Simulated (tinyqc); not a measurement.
# Offset from the accumulated charge

Question. Layer 1 (x < 0) accumulates electrons and layer 2 (x > 0) is depleted. Boltzmann statistics. Sheet densities from the first integral: Q1 = sqrt((2 eps0 eps_r Vt N1/q)(exp(u1) - u1 - 1)) extra electrons, Q2 = sqrt((2 eps0 eps_r Vt N2/q)(exp(-u2) + u2 - 1)) missing ones, u = V/Vt; neutrality Q1 = Q2 + si. V1 + V2 = dE + Vt ln[(N2/Nc2)/(N1/Nc1)]. Find V1, V2 and dE.

Inputs (values chosen for the exercise); values of the order of III-V alloys: temperature T = 300 K; relative permittivity of both layers eps_r = 12.1; density of states of the narrow-gap layer 1 Nc1 = 5.4e17 cm^-3; density of states of the wide-gap layer 2 Nc2 = 8.7e17 cm^-3; donor density in layer 1 N1 = 5.3e15 cm^-3; donor density in layer 2 N2 = 5.5e16 cm^-3; fixed charge at the interface si = 0 cm^-2.

Constants: q = 1.602176634e-19 C, kB = 1.380649e-23 J/K, Vt = kB T/q, eps0 = 8.8541878128e-14 F/cm where lengths are in cm. Results are converted to the units shown.

Q1 = 2.1833254e11 cm^-2

Solution. Each sheet density rises steadily with its bending, so Q1 fixes V1 and Q2 = Q1 - si fixes V2.

V1 = 0.0883 V
V2 = 0.0899 V
dE = 0.130 eV

Program tinyqc, `OMP_NUM_THREADS=1 python tinyqc.py 2410032 2410033 out.jsonl`; Intel Xeon 2.30GHz, shared host, one thread, about 0.08 s.
